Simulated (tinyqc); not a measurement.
Worked calculation: Born-Oppenheimer dynamics on the RHF/6-31g surface (energies and gradients from PySCF), for H4, spin multiplicity 1. Computed by tinyqc, a small Python program that keeps every step (integrals from PySCF). Settings: charge = 0, multiplicity = 1, basis = 6-31g, time step (fs) = 0.5, steps = 24. Command: `OMP_NUM_THREADS=1 python tinyqc.py 29984 29985 out.jsonl` (the two numbers bound the seeds that draw the settings). One thread of a shared host (Intel(R) Xeon(R) Processor @ 2.60GHz), about 1 s of CPU time with the checks.

positions (bohr):
```
          x        y       z
1H  -0.0378   0.0548  0.0624
2H  -0.0038   0.0283  1.6176
3H   0.0227   0.0831  3.2031
4H  -0.0624  -0.0643  4.8188
```

The total energy should stay constant up to terms of order dt^2; the step counts as short enough if it moves by less than 2 % of the largest kinetic energy.

Trajectory:
```
time (fs)  1H-2H (angstrom)  potential (hartree)  kinetic (hartree)  total (hartree)
0.0000               0.8233            -2.172284           0.002406        -2.169878
0.5000               0.8010            -2.179592           0.009448        -2.170143
1.0000               0.7596            -2.194439           0.023749        -2.170690
1.5000               0.7060            -2.208333           0.037010        -2.171324
2.0000               0.6517            -2.212132           0.040562        -2.171570
2.5000               0.6121            -2.204035           0.033347        -2.170688
3.0000               0.6027            -2.198236           0.028676        -2.169560
3.5000               0.6281            -2.209905           0.039593        -2.170312
4.0000               0.6785            -2.228978           0.057536        -2.171442
4.5000               0.7382            -2.238232           0.066830        -2.171402
5.0000               0.7943            -2.235666           0.064783        -2.170884
5.5000               0.8386            -2.227775           0.057301        -2.170474
6.0000               0.8666            -2.220576           0.050319        -2.170257
6.5000               0.8761            -2.217477           0.047299        -2.170178
7.0000               0.8668            -2.219760           0.049563        -2.170196
7.5000               0.8395            -2.227089           0.056773        -2.170316
8.0000               0.7966            -2.237498           0.066932        -2.170567
8.5000               0.7429            -2.247089           0.076138        -2.170950
9.0000               0.6865            -2.250398           0.079115        -2.171283
9.5000               0.6395            -2.243681           0.072603        -2.171078
10.0000              0.6160            -2.231702           0.061526        -2.170176
10.5000              0.6249            -2.228031           0.058269        -2.169761
11.0000              0.6627            -2.238130           0.067507        -2.170623
11.5000              0.7166            -2.249906           0.078593        -2.171314
12.0000              0.7733            -2.252151           0.081001        -2.171149
```

Is the time step short enough?

No. The total energy moves within 2.0e-03 hartree; that is over 2 % of the largest kinetic energy, so the time step is too long.
